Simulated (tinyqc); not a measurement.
Hubbard ring of 4 sites, step by step. Computed by tinyqc, a small Python program that keeps every step. Settings: hopping = 1.85, U = 4.9, mixing = 0.5, iteration cap = 70. Command: `OMP_NUM_THREADS=1 python tinyqc.py 28207 28208 out.jsonl` (the two numbers bound the seeds that draw the settings). One thread of a shared host (Intel(R) Xeon(R) Processor @ 2.60GHz), about 0.3 s of CPU time with the checks. Later iterations appear only in the table of the cycle.

## Mean-field iteration 1

one-body matrix (hopping and site energies) (eV), order 1, 2, 3, 4:
$$\begin{pmatrix}
-0.330000 & -1.850000 & 0.000000 & -1.850000 \\
-1.850000 & 0.390000 & -1.850000 & 0.000000 \\
0.000000 & -1.850000 & -0.560000 & -1.850000 \\
-1.850000 & 0.000000 & -1.850000 & 0.890000
\end{pmatrix}$$

U = 4.900000 eV

electrons, up and down: [3, 2]

mixing = 0.500000

n(up) at the start (a guess, not normalised): 1 1.000000, 2 0.450000, 3 1.000000, 4 0.450000

n(down) at the start (a guess): 1 0.200000, 2 0.800000, 3 0.200000, 4 0.800000

H(up) = T + U n(down), H(down) = T + U n(up); fill the lowest levels; n(new) = n + mixing (n(out) - n); E = tr T (rho up + rho down) + U sum n_up n_down of the output.

levels, up (eV): [-1.671454, 0.538865, 4.541819, 6.780770]

levels, down (eV): [-0.150350, 2.852273, 4.453484, 7.444593]

energy = 0.647641 eV

n(up) after iteration 1: 1 0.933241, 2 0.580655, 3 0.937982, 4 0.498122

n(down) after iteration 1: 1 0.193863, 2 0.811863, 3 0.203947, 4 0.790327

## Mean-field iteration 2

As before.

levels, up (eV): [-1.671337, 0.532029, 4.553973, 6.775335]

levels, down (eV): [-0.014975, 3.283145, 4.138830, 7.438001]

energy = 0.584579 eV

n(up) after iteration 2: 1 0.900159, 2 0.637755, 3 0.906264, 4 0.530822

n(down) after iteration 2: 1 0.202143, 2 0.797769, 3 0.218216, 4 0.781872

## Mean-field iteration 3

As before.

levels, up (eV): [-1.644610, 0.586512, 4.497441, 6.750656]

levels, down (eV): [0.032965, 3.503017, 3.980389, 7.451129]

energy = 0.567381 eV

n(up) after iteration 3: 1 0.882683, 2 0.669061, 3 0.888962, 4 0.546794

n(down) after iteration 3: 1 0.212174, 2 0.781135, 3 0.232068, 4 0.774624

## Convergence

Each step fills the lowest levels of T + U n(other spin) and sets n(new) = n + mixing (n(out) - n); stop when output and input agree to 1e-8.

Course of the cycle:
```
iteration       E (eV)  largest |n(out) - n(in)|  mean |n_up - n_down|
1           0.64764100                  2.61e-01              0.423413
2           0.58457868                  1.14e-01              0.399358
3           0.56738148                  6.26e-02              0.384371
4           0.56085153                  3.95e-02              0.375090
5           0.55770544                  2.75e-02              0.369252
6           0.55573959                  2.09e-02              0.365291
7           0.55406076                  1.76e-02              0.362326
8           0.55213506                  2.16e-02              0.364634
9           0.54927326                  3.71e-02              0.361235
10          0.54137073                  9.01e-02              0.336739
11          0.47326902                  3.09e-01              0.250000
...                ...                       ...                   ...
60         -0.26437358                  3.36e-06              0.367911
61         -0.26437358                  2.79e-06              0.367911
62         -0.26437358                  2.32e-06              0.367911
63         -0.26437358                  1.93e-06              0.367911
64         -0.26437358                  1.60e-06              0.367911
65         -0.26437358                  1.33e-06              0.367911
66         -0.26437358                  1.11e-06              0.367911
67         -0.26437358                  9.23e-07              0.367911
68         -0.26437358                  7.67e-07              0.367911
69         -0.26437358                  6.38e-07              0.367911
70         -0.26437358                  5.31e-07              0.367911
```

Not converged within 70 iterations: the residual falls steadily but slowly, by a factor of about 0.83 a step. The lowest mean-field energy found from random starts is -0.26437 eV. Reruns (cap 100 unless said): mixing 0.2: not converged; mixing 0.9: converged in 48 (E = -0.26437); the original settings with a cap of 400: converged in 92 (E = -0.26437).

## Exact diagonalisation (24 states)

Lowest levels of the sector, and the double occupancy of the lowest state.

lowest levels (eV): [-0.651398, 0.063629, 1.639348, 2.304691, 2.414623, 4.487523]

double occupancy per site = 0.321412

## The lowest level by Lanczos steps

From a random start vector (not printed): a_j = <q_j|H|q_j>, b_j = norm of the remainder after orthogonalising; the Ritz value is the lowest eigenvalue of the tridiagonal matrix of a and b so far.

Lanczos:
```
j    a_j (eV)  b_j (eV)  lowest Ritz value (eV)
1    5.921201  5.748924              5.92120066
2    7.009206  3.910354              0.69059789
3    9.166667  4.227907             -0.11430013
4    6.715611  3.788582             -0.39410406
5    8.517557  4.283765             -0.49772967
6    7.568367  4.733168             -0.54780392
7    8.822218  4.876841             -0.58416780
8    7.562946  4.256751             -0.62260567
9   10.123779  2.358399             -0.64837679
10  10.182701  4.135542             -0.65053653
```
